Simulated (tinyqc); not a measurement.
Heavy doping: gap narrowing, degeneracy and the minority density: one step. Product and minority density. Three cases, with inputs chosen for the exercise.

Problem. Combine both effects.

Majority: N = Nc F_1/2(eta), eta the distance of EF beyond the majority band edge in kT. Degeneracy factor gam = F_1/2(eta)/exp(eta). ni0^2 = Nc Nv exp(-Eg/kT); product n p = ni0^2 gam exp(dEg/kT), dEg the true narrowing; apparent narrowing dEa = dEg + kT ln gam; minority density = n p/N.

Constants: kB = 8.617333262e-05 eV/K.

Give: ni0; exp(dEg/kT); dEa; sqrt(n p); minority density.

Case 1.

Values chosen (gap and densities of states near those of Si at this temperature; narrowing constants near the fits for Si; shifted at random, so the results belong to these values and not to a real crystal): N = 3.3e+19 1/cm^3 (ionised donors, equal to the majority density); Eg = 1.099 eV (gap); Nc = 4.89e+19 1/cm^3 (conduction-band density of states); Nv = 1.98e+19 1/cm^3 (valence-band density of states); T = 450 K.

dEg (empirical fit) = 69.3790 meV
gam = 0.789477

Solution.

ni0 = 2.18e+13 1/cm^3
exp(dEg/kT) = 5.98
dEa = 60.2 meV
sqrt(n p) = 4.74e+13 1/cm^3
minority density = 6.82e+07 1/cm^3

Narrowing multiplies the product by 5.98 and degeneracy by 0.789; together they change the minority density by a factor 4.72 against ni0^2/N.

Case 2.

Values chosen (gap and densities of states near those of Si at this temperature; narrowing constants near the fits for Si; shifted at random, so the results belong to these values and not to a real crystal): N = 2.3e+19 1/cm^3 (ionised donors, equal to the majority density); Eg = 1.14 eV (gap); Nc = 2.1e+19 1/cm^3 (conduction-band density of states); Nv = 8.59e+18 1/cm^3 (valence-band density of states); T = 250 K.

dEg (empirical fit) = 75.1519 meV
gam = 0.682853

Solution.

ni0 = 4.34e+07 1/cm^3
exp(dEg/kT) = 32.7
dEa = 66.9 meV
sqrt(n p) = 2.05e+08 1/cm^3
minority density = 0.00183 1/cm^3

Narrowing multiplies the product by 32.7 and degeneracy by 0.683; together they change the minority density by a factor 22.4 against ni0^2/N.

Case 3.

Values chosen (gap and densities of states near those of Si at this temperature; narrowing constants near the fits for Si; shifted at random, so the results belong to these values and not to a real crystal): N = 1e+19 1/cm^3 (ionised donors, equal to the majority density); Eg = 1.153 eV (gap); Nc = 2.15e+19 1/cm^3 (conduction-band density of states); Nv = 9.29e+18 1/cm^3 (valence-band density of states); T = 250 K.

dEg (empirical fit) = 59.5385 meV
gam = 0.849262

Solution.

ni0 = 3.38e+07 1/cm^3
exp(dEg/kT) = 15.9
dEa = 56.0 meV
sqrt(n p) = 1.24e+08 1/cm^3
minority density = 0.00154 1/cm^3

Narrowing multiplies the product by 15.9 and degeneracy by 0.849; together they change the minority density by a factor 13.5 against ni0^2/N.

Computed by tinyqc, one run a case: `OMP_NUM_THREADS=1 python tinyqc.py N N+1 out.jsonl` with N = 1650874, 1650980, 1651042; one thread of a shared Intel(R) Xeon(R) Processor @ 2.30GHz, about 0.01 s a run at most.
